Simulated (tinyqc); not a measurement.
What each parameter does: finite square well with mass mismatch (envelope functions).

A square well of width L and depth V0, mass mw inside and mb outside, energies from the bottom of the well, c = hbar^2/2m0. k = sqrt(mw E/c), kappa = sqrt(mb (V0 - E)/c). psi and psi'/m are continuous at the walls (BenDaniel-Duke), so level n solves k L + 2 atan[(k/mw)/(kappa/mb)] = n pi.

Constants: hbar^2/2m0 = 3.80998211 eV angstrom^2.

Values chosen for the exercise (near those of a GaAs well in AlGaAs; the results hold for these values, not for the real material):
- L = 180 angstrom (well width)
- V0 = 0.162 eV (barrier height)
- mw = 0.0676 m0 (mass in the well)
- mb = 0.0836 m0 (mass in the barrier)

Parabolic bands. Pb is the probability of level 1 in the barriers, (A^2/kappa)/(A^2/kappa + L/2 + sin(kL)/(2k)) with A = cos(kL/2).

One parameter was then changed.

Results before and after:
```
case     E1 (eV)  bound levels      Pb  V0 - E1 (eV)
base      0.0113             4  0.0133        0.1507
changed   0.0106             4  0.0116        0.1514
```

Which of these changes was made? (a) V0 = 0.138 eV; (b) mb = 0.1045 m0; (c) mw = 0.0744 m0; (d) L = 198 angstrom.

Answer: (c) mw = 0.0744 m0. Of the candidates, run in turn, only this one gives the changed row.

All candidates:
```
case              E1 (eV)  bound levels      Pb  V0 - E1 (eV)
base               0.0113             4  0.0133        0.1507
L = 198 angstrom   0.0097             4  0.0105        0.1523
V0 = 0.138 eV      0.0110             3  0.0162        0.1270
mw = 0.0744 m0     0.0106             4  0.0116        0.1514
mb = 0.1045 m0     0.0109             4  0.0137        0.1511
```

tinyqc: `OMP_NUM_THREADS=1 python tinyqc.py 1251772 1251773 out.jsonl`; about 0.01 s, one thread, shared Intel(R) Xeon(R) Processor @ 2.30GHz.
